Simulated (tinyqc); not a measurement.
Inside a calculation: core-shell quantum dot (spherical envelope functions). Values are carried at full precision from step to step, so a last printed digit may differ when a step is redone from the rounded ones.

Parabolic bands; strain and other valleys are left out. s states, u = r psi, hard wall at R + H, c = hbar^2/2m0, energies from the band edges of the core. Core: u = sin(k1 r)/k1, k1 = sqrt(m1 E/c). At R, psi and psi'/m are continuous, so u is continuous and its slope in the shell is s = u/R + (m2/m1)(u' - u/R). Shell: u(R + x) = u(R) cos(k2 x) + s sin(k2 x)/k2, k2 = sqrt(m2 (E - V)/c); for negative arguments the functions turn into sinh and cosh. A level has u(R + H) = 0.

Constants: hbar^2/2m0 = 3.80998211 eV angstrom^2; e^2/(4 pi eps0) = 14.39964547 eV angstrom; hc = 1239.841984 eV nm.

Inputs chosen for the exercise (near those of a CdSe/CdS core-shell dot; not measured data):

| symbol | value | unit | meaning |
|---|---|---|---|
| R | 14 | angstrom | core radius |
| H | 7 | angstrom | shell thickness |
| Vc | 0.287 | eV | conduction edge of the shell above that of the core |
| me1 | 0.129 | m0 | electron, core |
| me2 | 0.216 | m0 | electron, shell |
| E | 0.471 | eV | trial energy of the electron |
| Vv | 0.458 | eV | hole barrier of the shell |
| mh1 | 0.439 | m0 | hole, core |
| mh2 | 0.769 | m0 | hole, shell |
| Eg | 1.716 | eV | gap of the core |
| eps | 6 |  | dielectric constant |

## Shooting at a trial energy

Carry the electron solution outwards.

k1^2 = 0.015947 1/angstrom^2
k2^2 = 0.010432 1/angstrom^2
u(R) = 7.765 angstrom
s = -0.7021
u(R + H) = 1.357 angstrom

u(R + H) is positive: no node yet, so the lowest level lies above the trial energy.

## Ground states

Find the lowest root for electron and hole, and the share of u^2 inside the core.

Levels:

| carrier | E (eV) | share in the core |
|---|---|---|
| electron | 0.5151 | 0.772 |
| hole | 0.2104 | 0.877 |

The core holds 30 % of the volume. Both carriers sit mainly in the core, as the type I line-up favours.

## Overlap and Coulomb integrals

Overlap = (integral of u_e u_h)^2 with normalised u. Coulomb integrals J_ab = (q/eps) double integral of u_a(r)^2 u_b(s)^2/max(r, s), q = e^2/(4 pi eps0), one eps everywhere. Exciton E = Eg + E_e + E_h - J_eh; first-order biexciton shift J_ee + J_hh - 2 J_eh (positive: repulsive).

Integrate numerically.

overlap = 0.972

J_eh, J_ee, J_hh (meV): 205.3  195.3  217.6

## Exciton and biexciton

Give E, the wavelength hc/E and the biexciton shift.

E = 2.236 eV
wavelength = 554 nm
biexciton shift = 2 meV

At first order the shift is the Coulomb integral of the net charge density with itself and cannot be negative; correlation, left out here, lowers it, and may reverse a shift as small as this.

## Checks

- Level without offset and mass step against c (pi/(R + H))^2/m, eV: both 0.6610.
- J_ee in that case against 1.786 q/(eps (R + H)), meV: both 204.1.

tinyqc: `OMP_NUM_THREADS=1 python tinyqc.py 1252299 1252300 out.jsonl`; about 0.06 s, one thread, shared Intel(R) Xeon(R) Processor @ 2.30GHz.
